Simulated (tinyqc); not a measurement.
Energy relaxation with and without hot phonons: decay of LO phonons and the hot-phonon bottleneck in the cooling of electrons. Computed by tinyqc, a small Python program. Command: `OMP_NUM_THREADS=1 python tinyqc.py 3006475 3006476 out.jsonl hotphonon walk`. One thread of a shared host (Intel(R) Xeon(R) Processor @ 2.30GHz), about 0.01 s of CPU time with the checks.

n(E, T) = 1/(exp(E/(k_B T)) - 1) is the Bose occupation. Electrons have a temperature T_e; the LO modes within their reach share one occupation N; the decay products stay at the lattice temperature.

Inputs (values chosen for the exercise, modelled on gallium arsenide):
```
quantity                                             value    unit
LO energy hbar omega                                    36     meV
lifetime at T = 0, tau_0                                 8      ps
share f of the energy in the softer product           0.42       -
lattice temperature T                                   77       K
electron mass m*                                    0.0638     m_0
eps_inf                                               11.1       -
static dielectric constant eps_s                        13       -
electron density n                                 1.8e+19  1/cm^3
density of LO modes that the electrons reach, N_m  1.2e+19  1/cm^3
```

Decay channel: two unequal phonons (Ridley).

Constants: k_B = 8.617333262e-05 eV/K; c = 299792458 m/s; e^2/(4 pi eps_0) = 14.39964548 eV angstrom; hbar^2/(2 m_0) = 3.80998212 eV angstrom^2; hbar = 6.582119569e-16 eV s; e = 1.602176634e-19 C; k_B = 1.380649e-23 J/K.

Method:
- Decay rate 1/tau = (1/tau_0) [1 + n(f hbar omega) + n((1 - f) hbar omega)].
- Full width Gamma = 1/(2 pi c tau) in 1/cm, c in cm/s.
- Froehlich coupling alpha = (e^2/(4 pi eps_0)) (1/eps_inf - 1/eps_s) k_0/(2 hbar omega), k_0 = sqrt(m* hbar omega/(hbar^2/(2 m_0))); emission time tau_sp = hbar/(2 alpha hbar omega); bottleneck ratio r = (n/N_m) tau/tau_sp.
- Net emission per electron: [(N + 1) x - N]/tau_sp with x = exp(-hbar omega/(k_B T_e)), a simple two-level balance; steady state of the modes: n [(N + 1) x - N]/tau_sp = N_m (N - N_0)/tau; power per electron P = hbar omega [(N + 1) x - N]/tau_sp.
- P(T_e) = (hbar omega/tau_sp) [(N_0 + 1) x - N_0]/[1 + r (1 - x)], and r = 0 without hot phonons; energy relaxation time tau_E = (3/2) k_B (T_e - T)/P.

emission time tau_sp = 141.393 fs

equilibrium LO occupation N_0 = 0.00442238

bottleneck ratio r = 73.2255

phonon lifetime tau = 6.90236 ps

Cooling:
```
T_e (K)  P, cold phonons (nW)  P, hot phonons (nW)   ratio  tau_E (ps)         N
107                   0.64540            0.0088715  72.750      70.032  0.020347
157                    2.6830             0.038823  69.108      42.675  0.074112
227                    6.3245              0.10103  62.600      30.748   0.18578
377                    13.348              0.26671  50.048      23.295   0.48317
577                    19.683              0.50827  38.726      20.373   0.91680
877                    25.266              0.87884  28.749      18.852    1.5820
1380                   30.091               1.4951  20.126      18.049    2.6882
2080                   33.337               2.3273  14.324      17.824    4.1821
```

What follows from these numbers?

Reabsorption cuts the loss by a factor 72.7 at the lowest T_e and 14.3 at the highest; the factor is 1 + r (1 - x) with r = 73.2. tau_E runs from 70 to 18 ps, with its shortest value, 18 ps, at T_e = 2080 K, against tau_sp = 140 fs and a phonon lifetime of 6.9 ps. For r (1 - x) much above 1 the loss tends to hbar omega (N_m/n)(n(hbar omega, T_e) - N_0)/tau, in which tau_sp no longer appears. In the coldest rows the electrons are degenerate, so (3/2) k_B (T_e - T) overstates their excess energy. Pauli blocking is left out, as are upper valleys and non-parabolic bands, which can matter above about 1000 K.

Extremes, crossings and ranges named in words are read from the listed rows.
